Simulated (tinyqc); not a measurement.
# Double-gate transistor, scale length and short-channel effects: two studies

A body of thickness ts between two insulators of thickness ti and two tied gates. Below threshold the potential that source and drain add obeys Laplace's equation and vanishes on the gate. Its lowest mode decays along the channel as exp(-k y); k is the smallest positive root of the matching condition at the interface, and the scale length is Lambda = pi/k.

Parameters, values chosen for the exercise; permittivities: semiconductor made up, insulator close to that of hafnium oxide: temperature T = 400 K; relative permittivity of the semiconductor eps_r = 11.6; insulator thickness ti = 9.6 nm; body thickness ts = 13.6 nm; channel length L = 58 nm; potential of the source Vbi = 0.9 V; potential of the barrier top at threshold sT = 0.47 V; drain voltage Vds = 0.7 V.

Constants: q = 1.602176634e-19 C, kB = 1.380649e-23 J/K, Vt = kB T/q. Results are converted to the units shown.

Each table varies one quantity; the others keep the values above.

## Effect of the relative permittivity of the insulator

k is the smallest positive root of f(k) = ei cos(k ti) cos(k ts/2) - eps_r sin(k ti) sin(k ts/2). Along the channel psi(y) = s + a exp(y/l) + b exp(-y/l) with psi(0) = Vbi, psi(L) = Vbi + Vds and l = 1/k = Lambda/pi; with A = Vbi - s, B = A + Vds, x = exp(-L/l): a = (B - A x) x/(1 - x^2), b = (A - B x)/(1 - x^2). The minimum is s + 2 sqrt(a b), at y = (l/2) ln(b/a). The long-channel potential follows the gate as s = sT + (Vg - VTL)/m, and the threshold VT is the gate voltage at which the minimum equals sT. Swing = m Vt ln 10/g at threshold, g = d(minimum)/ds = 1 - (b x + a)/((1 + x) sqrt(a b)). DIBL = [VT(0.05 V) - VT(Vds)]/(Vds - 0.05 V). sT and Vbi are held fixed; m = 1.

Results:
```
ei   Lambda (nm)  L/Lambda  VT - VTL at Vds (mV)  DIBL (mV/V)  swing (mV/decade)
3.9       48.594    1.1936               -306.52       172.33             116.45
8.5       36.270    1.5991               -136.14       75.131             96.181
12        32.462    1.7867               -96.627       52.977             91.385
18        28.968    2.0022               -66.177       36.067             87.651
27        26.324    2.2033               -46.987       25.498             85.276
40        24.397    2.3773               -35.146       19.018             83.801
```

Estimate the missing row, ei = 5.7.

Computed row:
```
ei   Lambda (nm)  L/Lambda  VT - VTL at Vds (mV)  DIBL (mV/V)  swing (mV/decade)
5.7       41.863    1.3855               -205.64       114.51             104.51
```

With this row back in the table: As ei goes from 3.9 to 40, Lambda falls from 48.6 to 24.4 nm, DIBL falls from 172 to 19.0 mV/V and the swing falls from 116 to 83.8 mV a decade. On average Lambda goes as ei^(-0.30). For ei = 3.9 to 5.7 L is under 1.5 Lambda, where higher modes, left out of the one-mode potential, count.

## A higher permittivity at fixed equivalent oxide thickness

Same model as above.

The equivalent oxide thickness 3.9 ti/ei is held at 1.7 nm, so ti = 1.7 ei/3.9 nm.

Results:
```
ei   ti (nm)  Lambda (nm)  L/Lambda  DIBL (mV/V)  swing (mV/decade)
3.9   1.7000       22.538    2.5735       13.741             82.588
5     2.1795       22.630    2.5630       13.980             82.643
7.5   3.2692       22.929    2.5295       14.773             82.826
10    4.3590       23.362    2.4827       15.961             83.099
15    6.5385       24.665    2.3515       19.858             83.993
25    10.897       29.138    1.9906       36.812             87.817
35    15.256       35.568    1.6307       70.759             95.242
```

Estimate the missing row, ei = 20.

Computed row:
```
ei  ti (nm)  Lambda (nm)  L/Lambda  DIBL (mV/V)  swing (mV/decade)
20   8.7179       26.599    2.1805       26.508             85.504
```

With this row back in the table: As ei goes from 3.9 to 35, Lambda rises from 22.5 to 35.6 nm, DIBL rises from 13.7 to 70.8 mV/V and the swing rises from 82.6 to 95.2 mV a decade. The ratio ei/ti is the same in every row, yet the insulator grows from 1.70 to 15.3 nm, and drain fields reach the channel sideways through it.

Computed by the program tinyqc: `OMP_NUM_THREADS=1 python tinyqc.py 2420044 2420045 out.jsonl`, one thread of a shared Intel Xeon 2.30GHz, about 0.01 s for the whole run.
